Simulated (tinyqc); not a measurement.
Lateral field, substrate current, probability of reaching the oxide barrier and hot-carrier lifetime of a silicon transistor (pseudo-two-dimensional and lucky-electron models): one step, computed by the program tinyqc.

Local-field models: a lucky carrier gains its energy at the peak field over a path free of collisions. Voltages are magnitudes.

Question. Hot-carrier currents and lifetime. C_ox = 3.9 eps_0/t; F_sat = 2 v_s/mu; V_Dsat = V_ov F_sat L/(V_ov + F_sat L), V_ov = V_G - V_T; I_D/W = C_ox v_s (V_ov - V_Dsat). Scale length l = 0.22 t^(1/3) x_j^(1/2) (all in cm); F_m = sqrt(((V_D - V_Dsat)/l_e)^2 + F_sat^2), with l_e = l + L_n; length of the velocity-saturated region l_e ln((V_D - V_Dsat)/(l_e F_sat) + F_m/F_sat). Substrate current I_sub/I_D = (A_i/B_i)(V_D - V_Dsat) exp(-B_i/F_m); probability of reaching the oxide barrier exp(-phi_b/(e lambda F_m)); lifetime tau = (H/(I_D/W)) exp(phi_it/(e lambda F_m)).

Inputs (values chosen for the exercise, modelled on a silicon n-channel): channel length L = 370 nm; oxide thickness t = 6.9 nm; junction depth x_j = 84 nm; mobility mu = 360 cm^2/(V s); saturation velocity v_s = 0.79 1e7 cm/s; threshold voltage V_T = 0.53 V; gate voltage V_G = 2 V; drain voltage V_D = 4.3 V; ionisation prefactor A_i = 2.2e+06 1/cm; ionisation field B_i = 1.77 MV/cm; hot-carrier mean free path lambda = 7.9 nm; oxide barrier phi_b = 3.1 eV; interface-trap threshold phi_it = 3.8 eV; lifetime constant H = 1000 s microampere/micrometre; length of the depleted extension L_n = 53 nm.

Drain: lightly doped extension.

Constants: eps_0 = 8.8541878128e-12 F/m.

Give: I_sub/I_D; substrate current I_sub/W; probability of reaching phi_b; lifetime tau; exponent m = phi_it/(e lambda B_i).

Answer.

I_sub/I_D = 0.01913

substrate current I_sub/W = 5.281 microampere/micrometre

probability of reaching phi_b = 5.848e-06

lifetime tau = 9.408e+06 s

exponent m = phi_it/(e lambda B_i) = 2.718

Since both exponentials depend on 1/F_m, tau I_D scales about as (I_sub/I_D)^(-m) with m = 2.72, which lets I_sub serve as the monitor. The lifetime is 0.0298 times ten years (3.156e8 s).
